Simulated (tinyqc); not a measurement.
Insulator thickness and V0 from two charges.

Question. In an undoped wire Vg - V0 = Q/Cox + Vt ln(Q/Q0) + Vt ln(1 + Q/Q0) at the source, with Q0 = 4 eps0 eps_r Vt/R and Cox = eps0 eox/(R ln(1 + tox/R)). Find Cox, tox and V0.

Inputs (values chosen for the exercise); material values those of a made-up semiconductor: temperature T = 300 K; relative permittivity of the semiconductor eps_r = 14.5; relative permittivity of the gate insulator eox = 8.81; wire radius R = 6 nm.

Constants: q = 1.602176634e-19 C, kB = 1.380649e-23 J/K, Vt = kB T/q, eps0 = 8.8541878128e-14 F/cm where lengths are in cm. Results are converted to the units shown.

Qs at Vg = 0.74 and 1.14 V (nC/cm^2): 511.04331  1257.8695

Answer. The two equations are linear in 1/Cox and V0; tox follows by inverting the logarithm.

Cox = 2.083 uF/cm^2
tox = 5.200 nm
V0 = 0.4421 V

Computed by the program tinyqc: `OMP_NUM_THREADS=1 python tinyqc.py 2460169 2460170 out.jsonl`, one thread of a shared Intel Xeon 2.30GHz, about 0.03 s for the whole run.
